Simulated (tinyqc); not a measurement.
# Off-state leakage of single and stacked transistors, step by step

tinyqc, about 0.03 s, one thread, Intel Xeon 2.30GHz (shared host): `OMP_NUM_THREADS=1 python tinyqc.py 2242124 2242125 out.jsonl` Printed values are rounded.

n-channel devices of unit width. Subthreshold current I(Vg, Vs, Vd) = I0 (T/300 K)^0.5 exp[(Vg - Vs - VT(T) - gb (Vs - Vb) + dd (Vd - Vs))/(nf Vt)] (1 - exp(-(Vd - Vs)/Vt)), VT(T) = VT - cT (T - 300 K). Gate-edge tunnelling Ig (Vd/1 V) exp(ag (Vd - 1 V)), for a gate at 0 V, and band-to-band leakage Ab u exp(-Bb/u), u = Vd - Vb + 1 V, flow at a drain held at V; both are taken as independent of T. In a stack of off transistors (all gates at 0 V) the same subthreshold current passes through each.

Values chosen for this exercise; values of the order met in bulk silicon logic transistors:
```
symbol,value,unit,meaning
T,358,K,temperature
V,1,V,supply voltage
VT,0.4,V,"threshold at 300 K, zero drain and body bias"
cT,0.7,mV/K,fall of the threshold with temperature
I0,0.78,uA/um,current at threshold at 300 K
nf,1.31,,slope factor
dd,0.05,,drain-induced lowering per volt
gb,0.24,,rise of the threshold per volt of source-body bias
Ig,1e-5,uA/um,gate-edge tunnelling current at 1 V
ag,6,1/V,exponential slope of the gate current
Ab,1,uA/(um V),prefactor of band-to-band leakage at the drain
Bb,24,V,its exponential voltage
Vb,0,V,body voltage
```

Constants: q = 1.602176634e-19 C, kB = 1.380649e-23 J/K, Vt = kB T/q. Results are converted to the units shown.

## Leakage of one transistor

Vg = Vs = 0, Vd = V; effective threshold VT(T) - gb Vb - dd V.

effective threshold = 0.3094 V
parts (nA/um): subthreshold 0.403259, gate edge 0.01, band-to-band 0.0122884
total = 0.425548 nA/um
shares (%): subthreshold 94.7624, gate edge 2.34991, band-to-band 2.88767

The subthreshold part is the largest.

## Starting value

Vx = dd V/(1 + gb + 2 dd), the solution for Vx well above Vt, rounded to three decimals.

Vx at the start = 0.037 V

## Iteration 1: new Vx

Stack of two, Vx the node between them: I_low = I(0, 0, Vx), I_up = I(0, Vx, V), f = ln(I_up/I_low), f' = -(1 + gb + 2 dd)/(nf Vt) - 1/(Vt (exp(Vx/Vt) - 1)) - 1/(Vt (exp((V - Vx)/Vt) - 1)), Vx(new) = Vx - f/f'.

I_low = 0.0855829 nA/um
I_up = 0.123784 nA/um
f = 0.369055
f' = -47.1414 1/V
Vx after iteration 1 = 0.0448287 V

## Iteration 2: new Vx

As before.

I_low = 0.0947715 nA/um
I_up = 0.0964138 nA/um
f = 0.0171804
f' = -43.0506 1/V
Vx after iteration 2 = 0.0452278 V

## Iteration 3: new Vx

As before.

I_low = 0.0951903 nA/um
I_up = 0.0951934 nA/um
f = 3.31011e-5
f' = -42.8852 1/V
Vx after iteration 3 = 0.0452285 V

## Course of the iteration

Stop when the step is below 1e-11 V, or after 40 iterations.

Course of the iteration:
```
iteration  Vx before the step (V)  step (V)
1                           0.037   7.83e-3
2                       0.0448287   3.99e-4
3                       0.0452278   7.72e-7
4                       0.0452285  2.85e-12
```

Converged in 4 iterations. The subthreshold current of the stack is 0.09519 nA/um, 4.24 times less than that of one transistor (the drain leakage is unchanged); the estimate exp[dd V (1 + gb + dd)/((1 + gb + 2 dd) nf Vt)] gives 3.29.
